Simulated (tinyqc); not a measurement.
What each parameter does: six-band Luttinger-Kohn model with strain.

Six-band Luttinger-Kohn model in the basis |3/2,3/2>, |3/2,1/2>, |3/2,-1/2>, |3/2,-3/2>, |1/2,1/2>, |1/2,-1/2>, electron energies, zero at the top of the unstrained valence band. H = -[rows: (P+Q, -S, R, 0, -S/r2, r2 R); (-S*, P-Q, 0, R, -r2 Q, r32 S); (R*, 0, P-Q, S, r32 S*, r2 Q); (0, R*, S*, P+Q, -r2 R*, -S*/r2); (-S*/r2, -r2 Q, r32 S, -r2 R, P+Dso, 0); (r2 R*, r32 S*, r2 Q, -S/r2, 0, P+Dso)], r2 = sqrt(2), r32 = sqrt(3/2). Levels are twofold.

P = c g1 k^2 - av tr(e); Q = c g2 (kx^2 + ky^2 - 2 kz^2) - (b/2)(exx + eyy - 2 ezz); R = c sqrt3 [-g2 (kx^2 - ky^2) + 2i g3 kx ky] + (sqrt3/2) b (exx - eyy) - i d exy; S = 2 c sqrt3 g3 (kx - i ky) kz - d (exz - i eyz); c = hbar^2/2m0, e the strain tensor (not engineering shear).

s11 = (C11 + C12)/((C11 - C12)(C11 + 2 C12)), s12 = -C12/((C11 - C12)(C11 + 2 C12)), s44 = 1/C44; exx = s11 sxx + s12 (syy + szz) and cyclic, exy = s44 sxy/2; tension is positive. A uniaxial stress X along the unit vector n is s_ij = X n_i n_j.

Constants: hbar^2/2m0 = 3.80998211 eV angstrom^2.

Parameters, chosen for this exercise (near those of Ge; not measured data): Dso = 0.292 eV (spin-orbit splitting); g1 = 13.39 (Luttinger gamma1); g2 = 4.24 (gamma2); g3 = 5.7 (gamma3); av = 1.24 eV (valence hydrostatic potential); b = -2.53 eV (tetragonal shear potential); d = -5.26 eV (trigonal shear potential); C11 = 129.7 GPa; C12 = 48.5 GPa; C44 = 66.8 GPa; load = uniaxial [110] (kind of stress); X = -0.39 GPa (stress).

Edges at k = 0 under a uniaxial [110] stress X and the curvature mass of the top pair along [110] (step 0.0002 1/angstrom).

One parameter was then changed.

Results before and after:

| case | top (eV) | second (eV) | third (eV) | mass (m0) |
|---|---|---|---|---|
| base | 0.0083 | -0.0119 | -0.2948 | 0.040 |
| changed | 0.0101 | -0.0143 | -0.2955 | 0.039 |

Which of these changes was made? (a) Dso = 0.234 eV; (b) X = -0.468 GPa; (c) g1 = 10.712; (d) g3 = 4.56; (e) C44 = 80.16 GPa; (f) C11 = 155.64 GPa; (g) C12 = 58.2 GPa.

Answer: (b) X = -0.468 GPa. Of the candidates, run in turn, only this one gives the changed row.

All candidates:

| case | top (eV) | second (eV) | third (eV) | mass (m0) |
|---|---|---|---|---|
| base | 0.0083 | -0.0119 | -0.2948 | 0.040 |
| C12 = 58.2 GPa | 0.0090 | -0.0122 | -0.2947 | 0.040 |
| C44 = 80.16 GPa | 0.0071 | -0.0109 | -0.2947 | 0.040 |
| g1 = 10.712 | 0.0083 | -0.0119 | -0.2948 | 0.045 |
| g3 = 4.56 | 0.0083 | -0.0119 | -0.2948 | 0.043 |
| Dso = 0.234 eV | 0.0084 | -0.0119 | -0.2369 | 0.039 |
| X = -0.468 GPa | 0.0101 | -0.0143 | -0.2955 | 0.039 |
| C11 = 155.64 GPa | 0.0076 | -0.0109 | -0.2944 | 0.040 |

The Luttinger parameters multiply k^2 and cannot move the edges; av shifts all edges alike and leaves the mass.

Computed by tinyqc, a small Python program: `OMP_NUM_THREADS=1 python tinyqc.py 1050707 1050708 out.jsonl` (the numbers bound the seed that draws the inputs); one thread of a shared host (Intel(R) Xeon(R) Processor @ 2.30GHz), about 0.2 s for the whole set of steps.
